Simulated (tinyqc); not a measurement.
Inside a calculation. Method: coherent transport through a tight-binding region between two chains. Computed by tinyqc, a small Python program that keeps every step. Settings: temperature = 300, mu = -0.16. Command: `OMP_NUM_THREADS=1 python tinyqc.py 26888 26889 out.jsonl` (the two numbers bound the seeds that draw the settings). One thread of a shared host (Intel(R) Xeon(R) Processor @ 2.60GHz), about 0.1 s of CPU time with the checks.

## Transmission at E = -0.43 eV

H of the central region (eV):
$$\begin{pmatrix}
0.000000 & -0.630000 \\
-0.630000 & 0.000000
\end{pmatrix}$$

Leads: semi-infinite chains with site energy 0:
```
parameter                           value
lead hopping t (eV)              1.720000
coupling to the left lead (eV)   1.090000
coupling to the right lead (eV)  0.570000
left contact site                       1
right contact site                      2
```

E = -0.430000 eV

Surface Green function g = (E - i sqrt(4 t^2 - E^2)) / (2 t^2); self-energy tc^2 g on each contact site; G = (E - H - Sigma)^(-1); Gamma = -2 Im Sigma; T = Gamma_L Gamma_R |G_LR|^2; local density of states -Im G_ii / pi.

g = -0.072674-0.576835i 1/eV

G (1/eV):
$$\begin{pmatrix}
0.347179-0.794609i & 0.912277-0.811122i \\
0.912277-0.811122i & -0.384736-1.434864i
\end{pmatrix}$$

local density of states (1/eV): [0.252932, 0.456732]

transmission = 0.765599

## Transmission across the band

The same steps on a grid of energies.

T(E):
```
E (eV)              T
-3.26800000  0.000341
-2.94120000  0.001438
-2.61440000  0.003637
-2.28760000  0.008243
-1.96080000  0.018576
-1.63400000  0.044042
-1.30720000  0.113885
-0.98040000  0.309809
-0.65360000  0.652442
-0.32680000  0.769189
0.00000000   0.744798
0.32680000   0.769189
0.65360000   0.652442
0.98040000   0.309809
1.30720000   0.113885
1.63400000   0.044042
1.96080000   0.018576
2.28760000   0.008243
2.61440000   0.003637
2.94120000   0.001438
3.26800000   0.000341
```

levels of the isolated region (eV): [-0.630000, 0.630000]

## Current

I = (2e/h) int T(E) [f(E - mu - V/2) - f(E - mu + V/2)] dE at 300 K with mu = -0.16 eV, the bias not changing H; 2e^2/h = 77.48092 microsiemens; the integral runs over the band on 4001 points.

Current:
```
V (volt)  I (microampere)
0.010000         0.584081
0.050000         2.920523
0.100000         5.841760
0.200000        11.688869
0.400000        23.409086
0.800000        46.728724
```
